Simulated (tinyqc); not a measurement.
A particle near a wafer in liquid: double-layer and van der Waals forces (DLVO), deposition barrier and removal: one step, computed by the program tinyqc.

Sphere and flat wall, Derjaguin approximation, constant potentials in the linear-superposition form, no retardation and no hydration force.

Task: Barrier and secondary minimum. U(h) = Z R exp(-kappa h) - A R/(6 h); F(h) = -dU/dh = kappa Z R exp(-kappa h) - A R/(6 h^2), positive for repulsion. F = 0 reads x^2 exp(-x) = y with x = kappa h and y = A kappa/(6 Z); the left side peaks at x = 2 with 4/e^2 = 0.5413, so roots exist for smaller y: x < 2 is the barrier, x > 2 the secondary minimum.

Inputs (values chosen for the exercise, of the order of those for alumina on silica in water):

| quantity | value | unit |
|---|---|---|
| particle radius R | 21 | nm |
| Hamaker constant A | 1.2e-20 | J |
| temperature T | 323 | K |
| contact distance h0 | 0.3 | nm |

kappa = 1.569843 1/nm

Z = 22.67833 pN

Constants: k_B = 1.380649e-23 J/K.

Give: y; position of the barrier; barrier height; position of the secondary minimum; energy at the secondary minimum.

Result:

y = 0.13844

position of the barrier = 0.29993 nm

barrier height = 35.289 k_B T

position of the secondary minimum = 3.3891 nm

energy at the secondary minimum = -2.2566 k_B T

A barrier above 15 k_B T practically stops deposition. The secondary minimum is deep enough to hold particles loosely. Caution: the maximum lies inside the contact distance, where the model does not apply; the energy at contact is the barrier that counts.
